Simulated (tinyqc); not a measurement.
Thermal RC ladder, step response: one step of the calculation.

A ladder of 2 nodes: R_i joins node i to node i + 1, the last R to the ambient; C_i is the heat capacity of node i; theta is the rise above ambient, zero at t = 0. d theta/dt = -A theta + b with b = (Pw/C_1, 0, ...), times in ms.

Task. One time step. Implicit Euler: (1 + dt A) theta(new) = theta + dt b.

Inputs (values chosen for the exercise):

| symbol | value | unit | meaning |
|---|---|---|---|
| C | [0.58, 5.4] | mJ/K | heat capacities of the nodes |
| Pw | 2.7 | W | power at node 1 from t = 0 |
| dt | 0.51 | ms | time step |

A (1/ms):
```
            node 1      node 2
node 1   4.5372051  -4.5372051
node 2  -0.4873294   0.7375797
```

theta after step 2 (K): node 1 1.1888074, node 2 0.3222850

Find: theta after step 3.

Result.

theta after step 3 (K): node 1 1.4174, node 2 0.4902

Program tinyqc, `OMP_NUM_THREADS=1 python tinyqc.py 2520141 2520142 out.jsonl`; Intel Xeon 2.30GHz, shared host, one thread, about 0.01 s.
